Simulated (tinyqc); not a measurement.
# Vertical double-diffused power MOSFET, components of the on-resistance: On-resistance against the rated breakdown voltage of the drift layer

Stripe cells of pitch Wp + a, two channels a cell. Current flows through the channels, spreads in the accumulation layer, passes the gap between the p bodies and spreads at 45 degrees into the drift layer below them. Low drain voltage, full ionisation.

Triangular field at breakdown with Ec = Kc N^(1/8): BV = eps0 eps_r Ec^2/(2 q N), so N = (eps0 eps_r Kc^2/(2 q BV))^(4/3); W = 2 BV/Ec; mu = mud (T/300 K)^(-bt); rho = 1/(q mu N); ideal resistance rho W. Pitch p = Wp + a, Cox = 3.9 eps0/tox; zero-bias depletion in the gap w0 = sqrt(2 eps0 eps_r Vbi/(q N Nj)), open gap g = a - 2 w0; R_ch = Lc p/(2 mch Cox Vov); R_acc = 0.6 a p/(4 mac Cox Vov), 0.6 being an empirical factor for current leaving the layer along its length; R_gap = (rho/Nj) xp p/g; spreading depth t = min(W, (p - g)/2); R_drift = (rho p/2) ln((g + 2 t)/g) + rho (W - t); R_on = the sum with Rs.

Parameters, values chosen for the exercise; bulk values close to those of silicon: temperature T = 450 K; relative permittivity eps_r = 11.9; critical-field constant Kc = 3950 V/cm per (cm^-3)^(1/8); drift mobility at 300 K mud = 1230 cm^2/(V s); temperature exponent of the drift mobility bt = 2.2; gate oxide thickness (eps_r 3.9) tox = 47 nm; gate overdrive Vov = 11 V; channel mobility mch = 300 cm^2/(V s); accumulation-layer mobility mac = 350 cm^2/(V s); channel length Lc = 0.6 um; width of the p body in one cell, channels included Wp = 3.6 um; gap between neighbouring p bodies a = 4.3 um; depth of the p body xp = 1 um; doping of the gap over the drift doping Nj = 1; built-in voltage of the body junction Vbi = 0.568 V; substrate and contact resistance Rs = 0.58 mohm cm^2.

Constants: q = 1.602176634e-19 C, eps0 = 8.8541878128e-14 F/cm where lengths are in cm. Results are converted to the units shown.

The same in every row: R_ch (mohm cm^2) = 0.09775; R_acc (mohm cm^2) = 0.1801.

On-resistance against the rated breakdown voltage of the drift layer:
```
BV (V)  R_gap (mohm cm^2)  R_drift (mohm cm^2)  R_on (mohm cm^2)  ideal (mohm cm^2)  largest term
20                0.06950              0.05000            0.9774            0.03052     substrate
34                 0.1455               0.1704             1.174             0.1150     substrate
59                 0.3185               0.5899             1.766             0.4562         drift
100                0.6909                2.022             3.571              1.706         drift
170                 1.566                7.228             9.652              6.429         drift
300                 4.080                28.97             33.90              26.59         drift
510                 11.79                107.7             120.4              100.2         drift
870                 61.60                413.3             475.8              380.9         drift
```

Read the table: what changes, and by how much?

R_on rises from 0.977 to 476 mohm cm^2. The substrate term is the largest at BV = 20, the drift term from 59 on. R_on is 32.0 times the ideal drift resistance in the first row and 1.25 times in the last. The ideal resistance goes as BV^(2.50), and R_on as BV^(2.57) between the last two rows.

Computed by the program tinyqc: `OMP_NUM_THREADS=1 python tinyqc.py 2230023 2230024 out.jsonl`, one thread of a shared Intel Xeon 2.30GHz, about 0.01 s for the whole run.
